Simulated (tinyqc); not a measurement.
Elastic strain and critical thickness of a cubic alloy layer A(1-x)B(x) on a thick substrate. From one set of inputs to another, one input at a time. Computed by tinyqc, a small Python program. Command: `OMP_NUM_THREADS=1 python tinyqc.py 3014487 3014488 out.jsonl misfit ladder`. One thread of a shared host (Intel(R) Xeon(R) Processor @ 2.30GHz), about 0.01 s of CPU time with the checks.

Strain is positive in tension. The layer is coherent with the substrate unless said otherwise.

The inputs printed are set A. Inputs not listed in the table keep their values of set A, so the rows need not describe a real material.

Inputs (values chosen for the exercise, for a model alloy):
```
quantity,value,unit
fraction x of B,0.049,-
lattice constant a_A,5.653,angstrom
lattice constant a_B,6.096,angstrom
substrate lattice constant a_S,5.661,angstrom
layer thickness h,5.7,nm
biaxial modulus of the substrate M_S,117,GPa
substrate thickness t_S,200,micrometre
wafer diameter W,200,mm
X-ray wavelength,1.540593,angstrom
```

Growth plane: (111).

C11, C12, C44 of A (GPa): [126.2, 54.27, 61.81]

C11, C12, C44 of B (GPa): [82.38, 43.95, 44.88]

Method:
- a = (1 - x) a_A + x a_B, the same rule for each C_ij; misfit f = (a_S - a)/a, the in-plane strain of the coherent layer.
- (111): D = 2 (C11 + 2 C12 - 2 C44)/(C11 + 2 C12 + 4 C44), M = 6 C44 (C11 + 2 C12)/(C11 + 2 C12 + 4 C44). The free surface carries no normal stress, so e_perp = -D f; dV/V = 2 f + e_perp; stress = M f; energy per area = M f^2 h (1 GPa nm = 1 J/m^2).
- Reflection 111: d = a_perp/sqrt(3), with a_perp = a (1 + e_perp) for the coherent layer, a for the relaxed layer and a_S for the substrate; sin(theta) = lambda/(2 d).
- Stoney: curvature = 6 |stress| h/(M_S t_S^2); radius = 1/curvature; bow = curvature W^2/8.

Each row keeps all changes above it:
```
input moved,from,to,in-plane stress (GPa),peak separation of the coherent layer (arcsec),curvature (1/m)
set A,-,-,-0.430,-176.3,3.1454e-03
layer thickness h (nm),5.7,320,-0.430,-176.3,1.7658e-01
fraction x of B,0.049,0.29,-3.464,-1507.0,1.4213e+00
biaxial modulus of the substrate M_S (GPa),117,174,-3.464,-1507.0,9.5567e-01
substrate thickness t_S (micrometre),200,625,-3.464,-1507.0,9.7861e-02
substrate lattice constant a_S (angstrom),5.661,5.431,-10.078,-4491.5,2.8469e-01
lattice constant a_A (angstrom),5.653,5.431,-5.701,-2574.0,1.6105e-01
lattice constant a_B (angstrom),6.096,5.658,-1.991,-909.1,5.6244e-02
```

Where does the difference come from?

In-plane stress goes from -0.430 to -1.99, -1.56 in all. The largest single move comes from substrate lattice constant a_S (-6.61), and lattice constant a_A works against it (+4.38). Peak separation of the coherent layer goes from -176 to -909, -733 in all. The largest single move comes from substrate lattice constant a_S (-2.98e+03), and lattice constant a_A works against it (+1.92e+03). Curvature goes from 0.00315 to 0.0562, a factor 17.9 in all. The largest single move comes from layer thickness h (a factor 56.1), and substrate thickness t_S works against it (a factor 0.102). The single moves hold for this order of the switches; the total does not depend on the order.

Caution (all rows): M_S is near the value for a (001) wafer; a (111) wafer is stiffer and bends less. Caution (rows layer thickness h, fraction x of B, biaxial modulus of the substrate M_S, substrate thickness t_S, substrate lattice constant a_S, lattice constant a_A, lattice constant a_B): the curvature assumes a coherent layer, but h exceeds h_c. Caution (rows layer thickness h, fraction x of B, biaxial modulus of the substrate M_S, substrate thickness t_S, substrate lattice constant a_S, lattice constant a_A, lattice constant a_B): a bow above a fifth of the wafer thickness is beyond Stoney's small-deflection limit. Caution (rows fraction x of B, biaxial modulus of the substrate M_S, substrate thickness t_S, substrate lattice constant a_S, lattice constant a_A): above about 2 % misfit, linear elasticity is rough and compressed layers tend to form islands before dislocations.

Extremes, crossings and ranges named in words are read from the listed rows.
